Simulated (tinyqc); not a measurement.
Worked calculation: pair of shallow donors (hydrogen-like orbitals). Values are carried at full precision from step to step, so a last printed digit may differ when a step is redone from the rounded ones.

Each donor has the orbital exp(-r/a); energy unit Ha* = q/(eps a), q = e^2/(4 pi eps0), so that a lone donor is bound by Ha*/2; x = R/a. One electron: S = (1 + x + x^2/3) exp(-x), j = 1/x - (1 + 1/x) exp(-2x), k = (1 + x) exp(-x); levels E(+/-) = -1/2 - (j +/- k)/(1 +/- S) in Ha*, without the repulsion of the ions, split by D = |E(-) - E(+)|. In six valleys the overlaps S and k are multiplied by v = [cos(K Rx) + cos(K Ry) + cos(K Rz)]/3, K = k0 (2 pi/a_lat), for isotropic envelopes and the symmetric valley state.

Constants: e^2/(4 pi eps0) = 14.39964547 eV angstrom; hbar = 6.58211957e-16 eV s.

Parameters, chosen for this exercise (near those of two donors in Si; shifted at random, so the results belong to these values and not to a real crystal): a = 15.9 angstrom (orbital radius); eps = 11.2 (dielectric constant); n = (19, 4, 0) a_lat (separation vector); a_lat = 5.431 angstrom (lattice constant); k0 = 0.847 2 pi/a_lat (valley position); dV = 0.32 D (detuning between the donors, in units of D).

## Distance and integrals

Give Ha*, R, x, S, j, k and v.

Ha* = 80.861 meV
R = 105.45 angstrom
x = 6.6321

S, j, k: [0.02937, 0.15078, 0.01005]

v = 0.3572

## One electron on two donors

Give both levels, the splitting D = |E(-) - E(+)| and the tunnelling frequency D/(2 pi hbar).

E(+), E(-) (meV): [-52.783, -52.458]

D = 0.3250 meV
frequency = 78.59 GHz

The second ion deepens the mean level by 12.19 meV, against Ha*/x = 12.19 meV for a point charge. Without the valley factor D would be 0.911 meV; v is positive, so the even combination lies lower.

## Detuning by a gate

Two-level picture for one electron: with detuning u = dV D the splitting is sqrt(D^2 + u^2) and the lower state has weight (1 + u/sqrt(D^2 + u^2))/2 on the lower donor; the field needed is u/(e R), 1 meV/angstrom = 100 kV/cm.

splitting = 0.3413 meV
weight = 0.652
field = 0.0986 kV/cm

## Two electrons and exchange

Two electrons, Heitler-London: with S' = (1 - x + x^2/3) exp(x), C = 1/x - exp(-2x)(1/x + 11/8 + 3x/4 + x^2/6), X = (1/5){exp(-2x)(25/8 - 23x/4 - 3x^2 - x^3/3) + (6/x)[S^2 (0.5772157 + ln x) + S'^2 Ei(-4x) - 2 S S' Ei(-2x)]}, Q = C - 2j + 1/x and A = X - 2 S k + S^2/x, the singlet and triplet lie at (Q +/- w A)/(1 +/- w S^2) from two lone donors, with the valley weight w = v^2; the exchange is J = triplet - singlet.

Give C, X, Q, A and J.

C, X, Q, A (Ha*): [0.1508, 0.0003016, -2.001e-05, -0.0001589]

J = 3.28 micro-eV

A swap of the two spins takes pi hbar/J = 0.631 ns (hbar = 6.58212e-16 eV s). Against the one-electron splitting D = 0.325 meV, J/D = 0.01: exchange needs both electrons to tunnel and falls as exp(-2x), D as exp(-x).

## Checks

- Heitler-London binding at x = 1.6425 against the known 0.1160 hartree: both 0.1160.
- Overlap S by quadrature in spheroidal coordinates against the formula: both 0.02937.

Run: tinyqc, `OMP_NUM_THREADS=1 python tinyqc.py 1252041 1252042 out.jsonl`; Intel(R) Xeon(R) Processor @ 2.30GHz, one thread, shared host; about 0.01 s of CPU time with all checks.
